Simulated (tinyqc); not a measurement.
# From one set of inputs to another, one input at a time

Model: thermal and gravitational stress in a wafer during furnace and rapid thermal processing, and the onset of slip. Computed by tinyqc, a small Python program. Command: `OMP_NUM_THREADS=1 python tinyqc.py 3028634 3028635 out.jsonl slip ladder`. One thread of a shared host (Intel(R) Xeon(R) Processor @ 2.30GHz), about 0.02 s of CPU time with the checks.

A thin free disc in plane stress, isotropic; T(r) = T_centre + dT (r/R)^n with n = 2. Stress is positive in tension; sigma_SB = 5.670374419e-8 W/(m^2 K^4), g = 9.80665 m/s^2.

The inputs printed are set A. Inputs not listed in the table keep their values of set A, so the rows need not describe a real material.

Inputs (values chosen for the exercise, modelled on silicon):
```
quantity,value,unit
wafer radius R,225,mm
thickness t,925,micrometre
Young's modulus E,160,GPa
Poisson ratio nu,0.22,-
expansion alpha,4.27,1e-6/K
edge less centre temperature dT,-29,K
temperature T,1375,K
prefactor A of the critical stress,0.00016,MPa
energy U of the critical stress,0.981,eV
density rho,2330,kg/m^3
heat capacity c,985,J/(kg K)
conductivity k,28.9,W/(m K)
wafer spacing s,8.2,mm
ramp rate,4.3,K/min
radius of the support ring over R,0.96,-
```

Temperature profile: parabolic.

Constants: k_B = 8.617333262e-05 eV/K.

Method:
- With x = r/R: s_rr = alpha E dT (1 - x^n)/(n + 2), s_tt = alpha E dT [1 - (n + 1) x^n]/(n + 2).
- Critical resolved stress tau_c = A exp(U/(k_B T)), a form chosen for the exercise; slip when 0.492799 |s_tt(R)| > tau_c; allowed |dT| = tau_c (n + 2)/(0.492799 n alpha E).
- In a stack heated from the rim, heat flows inward by conduction and by radiation between wafers: k_eff = k + (16/3) sigma_SB T^3 s^2/t (a diffusion estimate with the spacing as path length). A steady ramp gives the parabolic lag dT = rho c (ramp) R^2/(4 k_eff); the allowed ramp uses n = 2.
- Own weight q = rho g t on a ring of radius b R, x = r/R: moments of an edge-supported plate, M_r = q R^2 (3 + nu)(1 - x^2)/16 and M_t = q R^2 [(3 + nu) - (1 + 3 nu) x^2]/16, less the uniform moment inside the ring load, q R^2 [(1 - nu)(1 - b^2) - 2 (1 + nu) ln b]/8; stress at the lower face = 6 M/t^2.

Each row keeps all changes above it:
```
input moved,from,to,allowed |dT| (K),allowed ramp rate (K/min),stress at the centre (MPa)
set A,-,-,3.7461,0.6659,1.3593
Young's modulus E (GPa),160,143,4.1915,0.7450,1.3593
thickness t (micrometre),925,775,4.1915,0.8408,1.6223
prefactor A of the critical stress (MPa),0.00016,0.00028,7.3351,1.4714,1.6223
edge less centre temperature dT (K),-29,-19,7.3351,1.4714,1.6223
heat capacity c (J/(kg K)),985,942,7.3351,1.5385,1.6223
conductivity k (W/(m K)),28.9,23.1,7.3351,1.4466,1.6223
wafer radius R (mm),225,150,7.3351,3.2550,0.7210
```

Which inputs carry the difference?

Allowed |dT| goes from 3.75 to 7.34, a factor 1.96 in all. The largest single move comes from prefactor A of the critical stress (a factor 1.75). Allowed ramp rate goes from 0.666 to 3.25, a factor 4.89 in all. The largest single move comes from wafer radius R (a factor 2.25). Stress at the centre goes from 1.36 to 0.721, a factor 0.530 in all. The largest single move comes from wafer radius R (a factor 0.444), and thickness t works against it (a factor 1.19). The single moves hold for this order of the switches; the total does not depend on the order.

Extremes, crossings and ranges named in words are read from the listed rows.
